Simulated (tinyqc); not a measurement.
## Strained alloy layer of InAs and GaAs on (001) InP, model-solid band line-up: transition against well width

The layer is x parts of the first compound and 1 - x of the second, grown coherently on the third as substrate and barrier. Rows of the table: lattice constant a, average valence level Ea on an absolute scale, spin-orbit splitting so, gaps at Gamma, X and L, hydrostatic deformation potentials av and ac (Gamma), shear potential b, elastic constants, electron and heavy-hole (along z) masses. All are interpolated linearly in x; gaps get -C x (1 - x), taken wholly in the conduction band; real line-ups can differ from this model by 0.1 eV or more.

In-plane strain e = (a_substrate - a)/a, e_z = -2 (c12/c11) e, volume change 2 e + e_z. With v = 2 e + e_z and d = 2 b (e_z - e): Eav = Ea + av v; E_hh = Eav + so/3 - d/2; E_lh = Eav - so/6 + d/4 + sqrt(so^2 + so d + 9 d^2/4)/2; E_c = Ea + so/3 + EG + ac v (Gamma). Substrate: E_v = Ea + so/3, E_c = E_v + EG. Well depths: dEc = E_c(substrate) - E_c, dEhh = E_hh - E_v(substrate), dElh likewise; strained Gamma gap E_c - max(E_hh, E_lh); positive values confine carriers in the layer. Lowest level of a finite well of width Lw and depth V: kw Lw/2 = arctan(sqrt((mw/mb)(V - E)/E)), kw = sqrt(mw E/C), C = hbar^2/(2 m0), for electrons (dEc) and heavy holes (dEhh), mb from the substrate; transition E_c - E_hh + both levels, without exciton binding; wavelength h c/E.

Values chosen for this exercise:
```
symbol,value,unit,meaning
x,0.66,,fraction of the first compound in the layer
CG,0.477,eV,bowing of the Gamma gap
CX,1.4,eV,bowing of the X gap
CL,0.33,eV,bowing of the L gap
```

Constants: q = 1.602176634e-19 C, hbar = 1.054571817e-34 J s, h = 6.62607015e-34 J s, m0 = 9.1093837015e-31 kg, c = 299792458 m/s, hbar^2/(2 m0) = 0.0380998212 eV nm^2. Results are converted to the units shown.

Binary compounds, values chosen for the exercise:

|  | close to InAs | close to GaAs | close to InP |
|---|---|---|---|
| a (angstrom) | 6.058 | 5.653 | 5.869 |
| Ea (eV) | -6.67 | -6.92 | -7.04 |
| so (eV) | 0.382 | 0.335 | 0.109 |
| EG (eV) | 0.351 | 1.43 | 1.34 |
| EX (eV) | 1.37 | 1.9 | 2.19 |
| EL (eV) | 1.08 | 1.73 | 1.9 |
| av (eV) | 1.01 | 1.16 | 1.27 |
| ac (eV) | -5.15 | -7.27 | -5 |
| b (eV) | -1.8 | -1.68 | -1.72 |
| c11 (GPa) | 83.7 | 120 | 101 |
| c12 (GPa) | 44.6 | 53.3 | 56.4 |
| me (m0) | 0.0231 | 0.0665 | 0.0793 |
| mh (m0) | 0.329 | 0.349 | 0.536 |

Result of one run:

| Lw (nm) | electron level (meV) | heavy-hole level (meV) | transition energy (eV) | wavelength (nm) |
|---|---|---|---|---|
| 12 | 33.82 | 6.275 | 0.6812 | 1820 |

What becomes of these results when the layer thickness Lw is changed from 12 to 18 nm, all else the same?

Result of the changed run:

| Lw (nm) | electron level (meV) | heavy-hole level (meV) | transition energy (eV) | wavelength (nm) |
|---|---|---|---|---|
| 18 | 18.48 | 2.988 | 0.6626 | 1871 |

The whole series:

| Lw (nm) | electron level (meV) | heavy-hole level (meV) | transition energy (eV) | wavelength (nm) |
|---|---|---|---|---|
| 1.5 | 235.8 | 136.9 | 1.014 | 1223 |
| 2.1 | 200.0 | 93.73 | 0.9349 | 1326 |
| 3 | 157.4 | 59.01 | 0.8575 | 1446 |
| 4.3 | 115.3 | 34.99 | 0.7915 | 1567 |
| 6.1 | 80.13 | 20.13 | 0.7414 | 1672 |
| 8.7 | 52.22 | 11.07 | 0.7044 | 1760 |
| 12 | 33.82 | 6.275 | 0.6812 | 1820 |
| 18 | 18.48 | 2.988 | 0.6626 | 1871 |
| 25 | 10.89 | 1.612 | 0.6536 | 1897 |

The wavelength rises from 1223 to 1897 nm, towards 1934 nm for E_c - E_hh alone. The electron level goes as Lw^(-0.49) in the thinnest wells, where it reaches 76.8 % of the depth dEc = 307 meV, and as Lw^(-1.61) in the widest. One monolayer (a/2) more shifts the transition by about -19 meV at Lw = 3 nm. For Lw = 12, 18, 25 the layer exceeds hc = 11.4 nm, the single-layer Matthews-Blakeslee thickness for this strain (a capped well tolerates about twice as much). For Lw = 1.5, 2.1, 3 the electron level exceeds 150 meV, where non-parabolicity lowers it.

Numbers from tinyqc (`OMP_NUM_THREADS=1 python tinyqc.py 2690127 2690128 out.jsonl`; about 0.01 s on one thread of a shared Intel Xeon 2.30GHz).
